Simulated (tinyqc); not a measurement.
Worked calculation: donors with valley-orbit split 1s states. Values are carried at full precision from step to step, so a last printed digit may differ when a step is redone from the rounded ones.

Each donor binds at most one electron, in any of its states. For a site s, W_s = sum over its states of g exp(E/kT), and the ionised share is 1/(1 + W_s exp(eta)), eta = (EF - Ec)/kT; n = Nc F_1/2(eta); neutrality n + NA = ND x (mean ionised share); holes are neglected. Nc from N = 2 (m kB T/(4 pi c))^(3/2) with c = hbar^2/2m0, in 1/angstrom^3; times 1e24 for 1/cm^3, m = md. F_j(eta) = (1/Gamma(j + 1)) integral_0^infinity x^j dx/(1 + exp(x - eta)), which tends to exp(eta) for eta << 0.

Constants: hbar^2/2m0 = 3.80998211 eV angstrom^2; kB = 8.617333262e-05 eV/K.

Values chosen for the exercise (near those of P in Si; not measured data):
```
symbol  value             unit        meaning
md      1.067             m0          density-of-states mass of the conduction band
E       (45, 32.7, 31.6)  meV         binding energies of 1s(A1), 1s(T2), 1s(E)
g       (2, 6, 4)                     their degeneracies with spin
T       250               K
ND      3.8e+15           1/cm^3      donors
NA      0                 1/cm^3      compensating acceptors, all ionised
mu0     64                cm^2/(V s)  mobility at heavy doping
mu1     1460              cm^2/(V s)  mobility at light doping and 300 K
Nr      1e+17             1/cm^3      reference doping
de      0.72                          doping exponent
ga      2.3                           temperature exponent
```

## Partition sums of the neutral donor

Give each term g exp(E/kT), W_s, and the effective degeneracy W_s exp(-E_ground/kT).

Nc = 2.1040e+19 1/cm^3

terms: 1s(A1) 16.15, 1s(T2) 27.38, 1s(E) 17.34

W_s: donor 60.867

effective degeneracy: donor 7.537

The ground state alone would give 2 and all states together 12; here the excited states hold 73 % of the bound electrons.

## Neutrality

Solve for eta.

eta = -8.630
n = 3.76e+15 1/cm^3

ionised share: donor 0.989

n is 0.989 of ND - NA.

## Mobility and resistivity

Mobility (Caughey-Thomas form): mu = mu0 + (mu1 (T/300)^(-ga) - mu0)/(1 + ((ND + NA)/Nr)^de); rho = 1/(e n mu), e = 1.602176634e-19 C.

Compare with full ionisation, n = ND - NA.

mu = 2033.6 cm^2/(V s)
rho = 0.816 ohm cm
rho at full ionisation = 0.808 ohm cm

Incomplete ionisation raises rho by a factor 1.01.

## Checks

- n at ND = 1e13 1/cm^3 against the root of n^2 = (Nc/W)(ND - n) (1/cm^3): both 1.000e+13.

Program tinyqc; command `OMP_NUM_THREADS=1 python tinyqc.py 1652155 1652156 out.jsonl`; about 0.01 s on one thread of a shared Intel(R) Xeon(R) Processor @ 2.30GHz.
